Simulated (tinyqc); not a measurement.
Stretching all distances: RHF, UHF, MP2, CISD and CCSD against full CI in the sto-6g basis, for BeH+, spin multiplicity 1. Computed by the program tinyqc with PySCF. All coordinates are multiplied by the scale. c0^2 is the weight of the RHF determinant in the lowest singlet FCI state (UHF is spin-contaminated and may lie near states of higher spin) and n(LUMO) the first natural occupation beyond the occupied space.

Geometry (angstrom):
```
atom,x,y,z
Be,0.0000,0.0000,0.0000
H,0.0000,0.0000,1.2500
```

Full CI energy (hartree) and errors against it (kcal/mol):
```
scale,distance 1-2 (angstrom),E(FCI),RHF,UHF,MP2,CISD,CCSD,<S^2> UHF,c0^2,n(LUMO)
0.930,1.163,-14.82899,10.797,10.797,3.356,0.008,0.006,0.000,0.984,0.020
1.130,1.413,-14.84289,14.609,14.609,5.089,0.012,0.010,0.000,0.973,0.039
1.330,1.663,-14.82442,20.636,20.613,7.974,0.020,0.016,0.041,0.951,0.078
1.530,1.913,-14.79773,28.950,20.198,12.051,0.033,0.026,0.578,0.914,0.146
1.720,2.150,-14.77406,38.518,15.120,16.676,0.049,0.037,0.774,0.864,0.239
2.120,2.650,-14.74075,60.406,5.893,26.263,0.089,0.059,0.933,0.721,0.486
2.320,2.900,-14.73226,70.568,3.283,29.839,0.108,0.068,0.966,0.639,0.610
2.520,3.150,-14.72746,79.386,1.764,32.021,0.124,0.074,0.983,0.565,0.718
```

Estimate the missing row, scale = 1.92.

Computed row:
```
scale  distance 1-2 (angstrom)     E(FCI)     RHF    UHF     MP2   CISD   CCSD  <S^2> UHF   c0^2  n(LUMO)
1.920                    2.400  -14.75441  49.466  9.870  21.699  0.068  0.049      0.876  0.798    0.358
```

UHF parts from RHF first at scale 1.33 of those listed, where <S^2> leaves zero. The weight c0^2 goes from 0.98 to 0.56 and n(LUMO) from 0.02 to 0.72: static correlation grows as the bonds break into open-shell fragments. The spread of the error along the curve, which distorts its shape, is CCSD 0.1, CISD 0.1, UHF 18.8, MP2 28.7, RHF 68.6 kcal/mol.
